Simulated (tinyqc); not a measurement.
## CMOS latch-up, two-transistor model: effect of the temperature

A parasitic pnp (emitter at Vdd, base shunted by Rw) and npn (emitter at ground, base shunted by Rs) feed each other: the npn collector current flows out of the pnp base node, the pnp collector current into the npn base node. Forward-active transistors with constant gains: Icn = Isn exp(Vn/Vt), Icp = Isp (exp(Vp/Vt) - 1). A current Ii is injected into the npn base node.

Isn, Isp and Von are given at 350 K; the currents scale as T^3 exp(-1.12 V/Vt), Von falls by 1.5 mV/K, gains and resistances are fixed. Node equations: Vp/Rw + Icp/bp = Icn and Vn/Rs + Icn/bn = Icp + Ii. Loop gain G = gn gp/[(1/Rw + gp/bp)(1/Rs + gn/bn)], gn = Icn/Vt, gp = (Icp + Isp)/Vt; the off state ends where G = 1, and Ii there is the trigger current. On state with both base-emitter voltages at Von: npn base current Ib = (Von/Rs + bp Von/Rw)/(bn bp - 1), holding current Ih = (bn + 1) Ib + Von/Rs, holding voltage Vh = Vsat + Von + R2 (Ib + Von/Rs).

Inputs (values chosen for the exercise); values close to those of bulk CMOS:
```
symbol    value  unit                                                     meaning
bn         11.3                                           current gain of the npn
bp          3.4                                           current gain of the pnp
Isn     8.5e-13     A  saturation current of the npn at the reference temperature
Isp     5.5e-13     A  saturation current of the pnp at the reference temperature
Rs          130   ohm                       substrate resistance shunting the npn
Rw         3800   ohm                            well resistance shunting the pnp
R2          130   ohm           resistance from the pnp collector to the npn base
Von        0.62     V                        base-emitter voltage in the on state
Vsat       0.19     V                                          saturation voltage
Vdd         1.2     V                                              supply voltage
```

Constants: q = 1.602176634e-19 C, kB = 1.380649e-23 J/K, Vt = kB T/q. Results are converted to the units shown.

Effect of the temperature:
```
T (K),Vn at trigger (V),trigger current (mA),Ih (mA),Vh (V)
233,0.78521,6.0508,8.3646,1.8047
263,0.73234,5.6402,7.8914,1.7134
293,0.67820,5.2188,7.4182,1.6220
323,0.62289,4.7868,6.9451,1.5307
353,0.56658,4.3446,6.4719,1.4394
383,0.50947,3.8926,5.9987,1.3480
413,0.45185,3.4313,5.5256,1.2567
443,0.39407,2.9614,5.0524,1.1653
```

What does the table show?

As T goes from 233 to 443 K, the trigger current falls from 6.05 to 2.96 mA, Ih falls from 8.36 to 5.05 mA and Vh falls from 1.80 to 1.17 V. Vh exceeds the supply Vdd = 1.2 V, which then cannot sustain a latched state, in 7 of the 8 rows.

Program tinyqc, `OMP_NUM_THREADS=1 python tinyqc.py 2670149 2670150 out.jsonl`; Intel Xeon 2.30GHz, shared host, one thread, about 0.06 s.
